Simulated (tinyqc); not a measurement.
Bethe-Salpeter matrix of a two-band square lattice (Tamm-Dancoff form): one step. Pair energies and the kernel. Two cases, with inputs chosen for the exercise.

Question. List D(k), W(R) and W(q) on the mesh.

One valence and one conduction band, lattice period 1, mesh k = 2 pi j/N along each axis (first index slowest). Pair energies D(k) = Eg + 2 t sum(1 - cos k), t = tc + tv. Screened attraction W(R) = U at R = 0 and V/|R| otherwise, R over the N x N cells with the nearest image; W(q) = sum_R W(R) cos(q R). H(k, k') = D(k) delta - W(k - k')/Nk + 2 J/Nk for singlets (J = 0 for triplets), Nk the number of k points. With a constant transition dipole the strength of a state is f = (sum_k A_k)^2/Nk, and the f sum to 1.

Case 1.

Values chosen: Eg = 2.4 eV (quasiparticle gap); tc = 0.23 eV (conduction hopping); tv = 0.08 eV (valence hopping); U = 1.65 eV (attraction in the same cell); V = 0.48 eV (attraction at one cell distance); J = 0.3 eV (exchange in the same cell); N = 3 (k points along each axis).

Case 2.

Values chosen: Eg = 4.7 eV (quasiparticle gap); tc = 0.14 eV (conduction hopping); tv = 0.19 eV (valence hopping); U = 1.08 eV (attraction in the same cell); V = 0.63 eV (attraction at one cell distance); J = 0.31 eV (exchange in the same cell); N = 3 (k points along each axis).

Give: Mesh values (eV).

Answer.

Case 1.

Mesh values (eV):

| index j | D(k_j) | W(R = j) | W(q_j) |
|---|---|---|---|
| j00 | 2.4000 | 1.6500 | 4.9276 |
| j01 | 3.3300 | 0.4800 | 1.4512 |
| j02 | 3.3300 | 0.4800 | 1.4512 |
| j10 | 3.3300 | 0.4800 | 1.4512 |
| j11 | 4.2600 | 0.3394 | 1.0294 |
| j12 | 4.2600 | 0.3394 | 1.0294 |
| j20 | 3.3300 | 0.4800 | 1.4512 |
| j21 | 4.2600 | 0.3394 | 1.0294 |
| j22 | 4.2600 | 0.3394 | 1.0294 |

Case 2.

Mesh values (eV):

| index j | D(k_j) | W(R = j) | W(q_j) |
|---|---|---|---|
| j00 | 4.7000 | 1.0800 | 5.3819 |
| j01 | 5.6900 | 0.6300 | 0.8190 |
| j02 | 5.6900 | 0.6300 | 0.8190 |
| j10 | 5.6900 | 0.6300 | 0.8190 |
| j11 | 6.6800 | 0.4455 | 0.2655 |
| j12 | 6.6800 | 0.4455 | 0.2655 |
| j20 | 5.6900 | 0.6300 | 0.8190 |
| j21 | 6.6800 | 0.4455 | 0.2655 |
| j22 | 6.6800 | 0.4455 | 0.2655 |

Computed by tinyqc, one run a case: `OMP_NUM_THREADS=1 python tinyqc.py N N+1 out.jsonl` with N = 1281554, 1282062; one thread of a shared Intel(R) Xeon(R) Processor @ 2.30GHz, about 1 s a run at most.
